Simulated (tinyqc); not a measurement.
# Implanted layer, carriers, mobility and sheet resistance: effects of single changes

A p-type layer from the surface x = 0 to the junction xj, N(x) = N0 exp(-(x - Rp)^2/(2 sg^2)). Local neutrality (no depletion at surface or junction, no spilling of carriers), intrinsic carriers neglected, full ionisation of active dopants.

Parameters, values chosen for the exercise; values close to those of boron in silicon over an n-type background: temperature T = 500 K; background doping of the opposite type Nb = 2.4e15 cm^-3; peak chemical concentration N0 = 1.4e18 cm^-3; mobility limit at high doping m1 = 46.4 cm^2/(V s); mobility limit at low doping, at 300 K m2 = 482 cm^2/(V s); reference doping of the mobility law Nr = 2.28e17 cm^-3; exponent of the mobility law am = 0.719; temperature exponent of m2 bt = 1.8; solubility limit of active dopant Ns = 2.02e20 cm^-3; straggle after annealing sg = 53 nm; projected range Rp = 48 nm.

Constants: q = 1.602176634e-19 C. Results are converted to the units shown.

Each table varies one quantity; the others keep the values above.

## Effect of the peak chemical concentration

xj = Rp + sg sqrt(2 ln(N0/Nb)). Active dopant A = min(N, Ns); p = A - Nb; mobility mu = m1 + (m2 (T/300 K)^(-bt) - m1)/(1 + ((A + Nb)/Nr)^am). Dose = integral of N, carrier sheet density = integral of p, 1/Rs = q integral of p mu, mean mobility 1/(q Rs sheet density), Hall mobility (unit Hall factor) = integral of p mu^2 over integral of p mu, Hall sheet density = (integral of p mu)^2/integral of p mu^2; all from 0 to xj. Integrals on 4000 steps.

Result of one run:

| N0 (cm^-3) | xj (nm) | dose (cm^-2) | carriers (cm^-2) | Rs (ohm/square) | mean mobility (cm^2/(V s)) | Rs xj (ohm nm) | Hall/true sheet density |
|---|---|---|---|---|---|---|---|
| 5.4e18 | 256.2 | 5.864e13 | 5.858e13 | 1654 | 64.43 | 4.238e5 | 0.9779 |

What becomes of these results when the peak chemical concentration N0 is changed from 5.4e18 to 8e20 cm^-3, all else the same?

Result of the changed run:

| N0 (cm^-3) | xj (nm) | dose (cm^-2) | carriers (cm^-2) | Rs (ohm/square) | mean mobility (cm^2/(V s)) | Rs xj (ohm nm) | Hall/true sheet density |
|---|---|---|---|---|---|---|---|
| 8e20 | 315.3 | 8.688e15 | 3.262e15 | 40.08 | 47.75 | 1.264e4 | 0.9987 |

The whole series:

| N0 (cm^-3) | xj (nm) | dose (cm^-2) | carriers (cm^-2) | Rs (ohm/square) | mean mobility (cm^2/(V s)) | Rs xj (ohm nm) | Hall/true sheet density |
|---|---|---|---|---|---|---|---|
| 2.7e17 | 210.9 | 2.928e12 | 2.878e12 | 1.768e4 | 122.7 | 3.728e6 | 0.9913 |
| 7.3e17 | 227.2 | 7.924e12 | 7.870e12 | 8053 | 98.49 | 1.830e6 | 0.9829 |
| 2e18 | 242.4 | 2.172e13 | 2.166e13 | 3686 | 78.18 | 8.934e5 | 0.9767 |
| 5.4e18 | 256.2 | 5.864e13 | 5.858e13 | 1654 | 64.43 | 4.238e5 | 0.9779 |
| 1.5e19 | 269.6 | 1.629e14 | 1.628e14 | 685.5 | 55.92 | 1.848e5 | 0.9850 |
| 4e19 | 281.7 | 4.344e14 | 4.343e14 | 279.7 | 51.38 | 7.878e4 | 0.9918 |
| 1.1e20 | 293.6 | 1.195e15 | 1.195e15 | 106.8 | 48.90 | 3.137e4 | 0.9963 |
| 2.9e20 | 304.4 | 3.149e15 | 2.640e15 | 49.40 | 47.87 | 1.504e4 | 0.9982 |
| 8e20 | 315.3 | 8.688e15 | 3.262e15 | 40.08 | 47.75 | 1.264e4 | 0.9987 |

As N0 goes from 2.7e17 to 8e20, xj rises from 211 to 315 nm, Rs falls from 17700 to 40.1 ohm/square, the mean mobility falls from 123 to 47.7 cm^2/(V s) and the share of the dose that conducts goes from 98.3 through a maximum of 100 (at N0 = 1.1e20 among the rows listed) to 37.5 %. Rs goes as dose^(-0.79) at the low end and dose^(-0.21) at the high end; constant mobility and activation would give -1. Above N0 = Ns = 2.02e20 cm^-3 added dopant only widens the clipped top.

## Effect of the background doping of the opposite type

Same model as above.

Integrals on 4000 steps.

Result of one run:

| Nb (cm^-3) | xj (nm) | dose (cm^-2) | carriers (cm^-2) | Rs (ohm/square) | mean mobility (cm^2/(V s)) | Rs xj (ohm nm) | Hall/true sheet density |
|---|---|---|---|---|---|---|---|
| 2.1e16 | 201.6 | 1.517e13 | 1.475e13 | 5061 | 83.63 | 1.020e6 | 0.9843 |

What becomes of these results when the background doping of the opposite type Nb is changed from 2.1e16 to 1.8e17 cm^-3, all else the same?

Result of the changed run:

| Nb (cm^-3) | xj (nm) | dose (cm^-2) | carriers (cm^-2) | Rs (ohm/square) | mean mobility (cm^2/(V s)) | Rs xj (ohm nm) | Hall/true sheet density |
|---|---|---|---|---|---|---|---|
| 1.8e17 | 155.4 | 1.481e13 | 1.201e13 | 6576 | 79.03 | 1.022e6 | 0.9962 |

The whole series:

| Nb (cm^-3) | xj (nm) | dose (cm^-2) | carriers (cm^-2) | Rs (ohm/square) | mean mobility (cm^2/(V s)) | Rs xj (ohm nm) | Hall/true sheet density |
|---|---|---|---|---|---|---|---|
| 2.5e15 | 236.5 | 1.520e13 | 1.514e13 | 4869 | 84.66 | 1.152e6 | 0.9782 |
| 7.1e15 | 220.3 | 1.519e13 | 1.504e13 | 4921 | 84.36 | 1.084e6 | 0.9803 |
| 2.1e16 | 201.6 | 1.517e13 | 1.475e13 | 5061 | 83.63 | 1.020e6 | 0.9843 |
| 6e16 | 181.0 | 1.509e13 | 1.401e13 | 5427 | 82.12 | 9.825e5 | 0.9901 |
| 1.8e17 | 155.4 | 1.481e13 | 1.201e13 | 6576 | 79.03 | 1.022e6 | 0.9962 |

As Nb goes from 2.5e15 to 1.8e17, xj falls from 237 to 155 nm, Rs rises from 4870 to 6580 ohm/square, the mean mobility falls from 84.7 to 79.0 cm^2/(V s) and the share of the dose that conducts falls from 99.6 to 81.1 %. For Nb = 1.8e17 depletion at the junction, left out, would remove a tenth of the carriers or more.

Computed by the program tinyqc: `OMP_NUM_THREADS=1 python tinyqc.py 2110143 2110144 out.jsonl`, one thread of a shared Intel Xeon 2.30GHz, about 0.01 s for the whole run.
